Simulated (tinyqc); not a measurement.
## Trap density and scattering coefficient from 1/f noise

Question. f S = K0 (1 + ac mu Cox I/gm)^2 with K0 = q^2 Vt lt Nt/(W L Cox^2), Vt in eV and Nt per eV. Find K0, Nt and ac.

Values chosen for this exercise:
```
symbol,value,unit,meaning
T,400,K,temperature
L,180,nm,gate length
W,40,um,total gate width
Cox,1.36,uF/cm^2,gate capacitance
mu,390,cm^2/(V s),mobility
lt,0.1,nm,tunnelling length into the oxide
```

Constants: q = 1.602176634e-19 C, kB = 1.380649e-23 J/K, Vt = kB T/q. Results are converted to the units shown.

I/gm at two biases (V): 0.0442261684  0.223574129
f S at these biases (V^2): 1.72158176e-10  5.39669524e-10

Solution. sqrt(f S) is linear in I/gm: the intercept is sqrt(K0), and slope over intercept is ac mu Cox.

K0 = 1.130e-10 V^2
Nt = 1.700e18 cm^-3 eV^-1
ac = 1.000e4 V s/C

Program tinyqc, `OMP_NUM_THREADS=1 python tinyqc.py 2150012 2150013 out.jsonl`; Intel Xeon 2.30GHz, shared host, one thread, about 0.01 s.
